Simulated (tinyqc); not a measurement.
IGBT as a p-i-n diode in series with a MOS channel, on-state and switching loss: two steps of the calculation.

High injection (n = p) in a drift layer from x = -W/2 (anode) to +W/2 (cathode side), recombination only in the layer with lifetime tau, ideal emitters. The channel feeds the cathode side and carries the whole current. Auger recombination, carrier-carrier scattering, emitter losses and the carrier dip under the p body are left out.

Inputs (values chosen for the exercise); material values close to those of silicon:
- T = 400 K (temperature)
- Eg = 1.14 eV (band gap)
- Nc = 4.39e19 cm^-3 (conduction-band density of states at T)
- Nv = 4.03e19 cm^-3 (valence-band density of states at T)
- mn = 743 cm^2/(V s) (electron mobility)
- mp = 255 cm^2/(V s) (hole mobility)
- W = 70 um (width of the drift layer)
- tau = 0.18 us (high-injection lifetime)
- J = 100 A/cm^2 (current density)
- Rch = 1.7 mohm cm^2 (channel and accumulation resistance)

Constants: q = 1.602176634e-19 C, kB = 1.380649e-23 J/K, Vt = kB T/q. Results are converted to the units shown.

Problem 1. Ambipolar length. b = mn/mp, B = (b - 1)/(b + 1), La = sqrt(2 Vt mn mp tau/(mn + mp)), y = W/(2 La).

Give: b; B; La; y.

Solution 1.

b = 2.9137
B = 0.48898
La = 15.349 um
y = 2.2803

Problem 2. On-state voltage. n(x) = (tau J/(2 q La))[cosh(x/La)/sinh y - B sinh(x/La)/cosh y]. Vm = Vt [(8 b/(b + 1)^2)(sinh y/s) arctan(s sinh y) + B ln((1 + B tanh^2 y)/(1 - B tanh^2 y))], s = sqrt(1 - B^2 tanh^2 y); Vj = Vt ln(n(-W/2) n(W/2)/ni^2), ni = sqrt(Nc Nv) exp(-Eg/(2 Vt)), Eg in volts; Vc = J Rch; Von = Vm + Vj + Vc.

b = 2.9137255
B = 0.48897796
La = 15.348535 um
y = 2.2803480

Give: Vm; Vj; Vc; Von.

Solution 2.

Vm = 0.40447 V
Vj = 0.64708 V
Vc = 0.17000 V
Von = 1.2216 V

Vm does not depend on J, since the carrier density grows with it. Junctions, layer and channel take 53, 33 and 14 % of Von.

Computed by the program tinyqc: `OMP_NUM_THREADS=1 python tinyqc.py 2590009 2590010 out.jsonl`, one thread of a shared Intel Xeon 2.30GHz, about 0.01 s for the whole run.
